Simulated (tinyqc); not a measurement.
Worked calculation: pair-potential crystal by lattice sums. Computed by tinyqc, a small Python program that keeps every step. Command: `OMP_NUM_THREADS=1 python tinyqc.py 3006018 3006019 out.jsonl pairsum walk`. One thread of a shared host (Intel(R) Xeon(R) Processor @ 2.30GHz), about 0.01 s of CPU time with the checks. Intermediate numbers are printed to about 6 digits and carried at full precision; extremes and crossings named in words are read from the listed rows.

Energy per atom E = (1/2) sum over neighbours of phi(r); d is the nearest-neighbour distance.

Inputs (values chosen for the exercise, for model atoms):

| quantity | value | unit |
|---|---|---|
| well depth eps | 0.0662 | eV |
| pair minimum r0 | 3.86 | angstrom |
| cut-off r_c/r0 | 2.64 | - |
| trial neighbour distance d/r0 | 1.01 | - |
| repulsive exponent n | 8 | - |
| attractive exponent m | 5 | - |

Potential: Mie n-m. Structure: hcp.

Constants: 1 eV/angstrom^3 = 160.2176634 GPa.

## Shell sums at the trial distance

phi0(r) = eps [m (r0/r)^n - n (r0/r)^m]/(n - m); shifted-force cut-off: phi(r) = phi0(r) - phi0(r_c) - (r - r_c) phi0'(r_c) for r < r_c, zero beyond. Shells (distance in units of d, count): fcc 1.0000 (12), 1.4142 (6), 1.7321 (24), 2.0000 (12), 2.2361 (24), 2.4495 (8), 2.6458 (48), 2.8284 (6), 3.0000 (36), 3.1623 (24); hcp 1.0000 (12), 1.4142 (6), 1.6330 (2), 1.7321 (18), 1.9149 (12), 2.0000 (6), 2.2361 (12), 2.3805 (12), 2.4495 (6), 2.5166 (6), 2.5820 (12), 2.6458 (24), 2.7080 (6), 2.8868 (12), 3.0000 (12), 3.1091 (24), 3.1623 (12); bcc 1.0000 (8), 1.1547 (6), 1.6330 (12), 1.9149 (24), 2.0000 (8), 2.3094 (6), 2.5166 (24), 2.5820 (24), 2.8284 (24), 3.0000 (32); sc 1.0000 (6), 1.4142 (12), 1.7321 (8), 2.0000 (6), 2.2361 (24), 2.4495 (24), 2.8284 (12), 3.0000 (30), 3.1623 (24); diamond 1.0000 (4), 1.6330 (12), 1.9149 (12), 2.3094 (6), 2.5166 (12), 2.8284 (24), 3.0000 (16). Volumes per atom in d^3: fcc 0.70711, hcp 0.70711, bcc 0.76980, sc 1.00000, diamond 1.53960; hcp has the ideal c/a. Every shell inside the cut-off is summed. List each shell within the cut-off.

Shells:

| shell | count | r (angstrom) | phi (eV) | phi' (eV/angstrom) | phi'' (eV/angstrom^2) |
|---|---|---|---|---|---|
| 1 | 12 | 3.8986 | -0.0607258 | 0.0056967 | 0.151140 |
| 2 | 6 | 5.5135 | -0.0190070 | 0.0170483 | -0.014220 |
| 3 | 2 | 6.3664 | -0.0086770 | 0.0081892 | -0.007127 |
| 4 | 18 | 6.7526 | -0.0059914 | 0.0058494 | -0.005103 |
| 5 | 12 | 7.4653 | -0.0028902 | 0.0031270 | -0.002784 |
| 6 | 6 | 7.7972 | -0.0019925 | 0.0023188 | -0.002119 |
| 7 | 12 | 8.7175 | -0.0005710 | 0.0009350 | -0.001032 |
| 8 | 12 | 9.2805 | -0.0001875 | 0.0004599 | -0.000683 |
| 9 | 6 | 9.5496 | -0.0000870 | 0.0002927 | -0.000565 |
| 10 | 6 | 9.8113 | -0.0000286 | 0.0001576 | -0.000471 |
| 11 | 12 | 10.0661 | -0.0000029 | 0.0000473 | -0.000397 |

## Energy and virial pressure

E = (1/2) sum count x phi; P = -(1/(6 Omega)) sum count x r phi', Omega = 0.707107 d^3.

energy at the trial distance = -0.512210 eV/atom

pressure at the trial distance = -1.41172 GPa

The pressure is negative, so the lattice wants to contract.

## Equilibrium

Equilibrium: dE/dd = 0 at the lowest minimum with d between 0.78 r0 and 1.45 r0; B = d^2 E''(d)/(9 Omega). Unrelaxed vacancy: removing an atom breaks its bonds (2|E|) and placing it on the surface returns |E|, so E_v = |E|.

equilibrium distance d = 3.63444 angstrom

energy per atom = -0.557930 eV

bulk modulus B = 13.3250 GPa

unrelaxed vacancy energy = 0.557930 eV

d is 5.8 % shorter than r0, because further shells pull and the first shell must push back.

## Ranking of structures

The formulas are those given above.

Each structure at its own equilibrium:

| structure | neighbours | d (angstrom) | E (eV/atom) | volume (angstrom^3) | B (GPa) |
|---|---|---|---|---|---|
| fcc | 12 | 3.63488 | -0.557918 | 33.9590 | 13.3030 |
| hcp | 12 | 3.63444 | -0.557930 | 33.9466 | 13.3250 |
| bcc | 8 | 3.54915 | -0.545789 | 34.4152 | 12.8049 |
| sc | 6 | 3.50160 | -0.401726 | 42.9338 | 7.7551 |
| diamond | 4 | 3.54641 | -0.223010 | 68.6714 | 2.6442 |

The order is hcp < fcc < bcc < sc < diamond; hcp lies 0.012 meV below fcc. fcc (-0.557918 eV) and hcp (-0.557930 eV) share two shells and differ from the third on. Pair forces reward the number of bonds: diamond reaches only 40 % of the best binding. Caution: each structure is relaxed in d alone and may be unstable against shear; the tiny fcc-hcp difference depends on the cut-off.

Checks made by the program: virial pressure against -dE/dV (relative difference 3e-09).
